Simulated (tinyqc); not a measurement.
# Charge stability of a double quantum dot, constant-interaction model with a charge sensor: what changes with what

Capacitance matrix C = [[C1, -Cm], [-Cm, C2]], C1 = G1 + X1 + Cm + L1, C2 = G2 + X2 + Cm + L2. Gate charges n1 = (G1 V1 + X1 V2)/q, n2 = (X2 V1 + G2 V2)/q. The state (N1, N2) has U = (1/2) d^T E d with d = (N1 - n1, N2 - n2) and E = q^2 C^(-1). Leads at 0 V; no tunnel coupling, spin or level spacing. The sensor reads s1 <N1> + s2 <N2>.

Inputs (values chosen for the exercise):
```
symbol  value  unit                    meaning
G1        2.1    aF            gate 1 to dot 1
G2        2.1    aF            gate 2 to dot 2
X1       0.59    aF            gate 2 to dot 1
X2       0.51    aF            gate 1 to dot 2
Cm        1.8    aF           between the dots
L1         14    aF  dot 1 to leads and ground
L2         14    aF  dot 2 to leads and ground
s1       0.98           sensor weight of dot 1
s2       0.17           sensor weight of dot 2
T         1.5     K                temperature
V2       4.94    mV          voltage of gate 2
```

Constants: q = 1.602176634e-19 C, kB = 1.380649e-23 J/K, Vt = kB T/q. Results are converted to the units shown.

Each table varies one quantity; the others keep the values above.

## A scan of gate 1

Thermal means over all states within two electrons of the gate charges.

A scan of gate 1:
```
V1 (mV)	<N1>	<N2>	sensor	N1 of the ground state	N2 of the ground state
18.8	0.000	0.000	0.000	0	0
33.8	0.185	0.000	0.181	0	0
48.8	1.000	0.000	0.980	1	0
63.8	1.000	0.000	0.980	1	0
78.9	1.000	0.000	0.980	1	0
93.9	1.000	0.000	0.980	1	0
109	1.285	0.033	1.265	1	0
124	2.000	0.006	1.961	2	0
139	2.000	0.362	2.021	2	0
154	2.000	0.982	2.127	2	1
169	2.000	1.000	2.130	2	1
184	2.001	1.000	2.131	2	1
199	2.999	1.000	3.109	3	1
```

Read the table: what changes, and by how much?

The ground state changes 4 time(s) between the rows listed: (0,0) to (1,0); (1,0) to (2,0); (2,0) to (2,1); (2,1) to (3,1). Adding to dot 1 moves the sensor by s1 = 0.98, adding to dot 2 by s2 = 0.17, and a shift from dot 2 to dot 1 by 0.810. Far from triple points dot 1 gains an electron about every q/(G1 + X2 Cm/C2) = 74.5 mV.

## Across the interdot transition

The gate charges are n1 = 0.5000 + x, n2 = 0.5000 - x, a line through the middle of the (1,0)-(0,1) boundary. The detuning is U(0,1) - U(1,0); thermal means over all states within two electrons.

Across the interdot transition:
```
x	detuning (meV)	<N1>	<N2>	sensor
-0.049	-0.7754	0.004291	0.9957	0.1735
-0.037	-0.5855	0.01434	0.9857	0.1816
-0.025	-0.3956	0.05158	0.9485	0.2118
-0.012	-0.1899	0.1958	0.8043	0.3286
0	0.0000	0.5000	0.5000	0.5750
0.012	0.1899	0.8042	0.1957	0.8214
0.025	0.3956	0.9484	0.05152	0.9382
0.037	0.5855	0.9857	0.01430	0.9684
0.049	0.7754	0.9957	0.004265	0.9765
```

Read the table: what changes, and by how much?

<N1> rises from 0.00429 to 0.996 while <N2> falls from 0.996 to 0.00426; their sum stays within 5.5e-5 of 1. The detuning moves by EC1 + EC2 - 2 ECm = 15.8 meV for each unit of x. The step is broader than a Fermi function of width kB T = 0.129 meV, since (0,0) and (1,1) lie only ECm/2 = 3.3 kB T above the two states at x = 0 and are populated too.

## From two dots to one

The states (0,0), (1,0), (0,1) meet where E n = (EC1/2, EC2/2), and (1,1), (1,0), (0,1) where E n = (EC1/2 + ECm, EC2/2 + ECm); the gate voltages follow from n.

From two dots to one:
```
Cm (aF)	EC1 (meV)	ECm (meV)	ECm/EC1	separation of the triple points in n1 + n2
0.18	9.498	0.1018	0.01072	0.02116
0.41	9.375	0.2258	0.02409	0.04694
0.96	9.105	0.4975	0.05464	0.1034
2.2	8.599	1.006	0.1170	0.2090
5.3	7.737	1.872	0.2419	0.3890
12	6.773	2.841	0.4194	0.5904
29	5.879	3.738	0.6358	0.7770
67	5.341	4.280	0.8013	0.8895
160	5.048	4.573	0.9060	0.9505
```

ECm/EC1 rises from 0.0107 to 0.906 (it equals Cm/C2), and the separation rises from 0.0212 to 0.951. Zero means a square lattice of independent dots; 1 means parallel lines one electron apart, as for a single large dot. EC1 falls from 9.50 to 5.05 meV.

Numbers from tinyqc (`OMP_NUM_THREADS=1 python tinyqc.py 2470107 2470108 out.jsonl`; about 0.01 s on one thread of a shared Intel Xeon 2.30GHz).
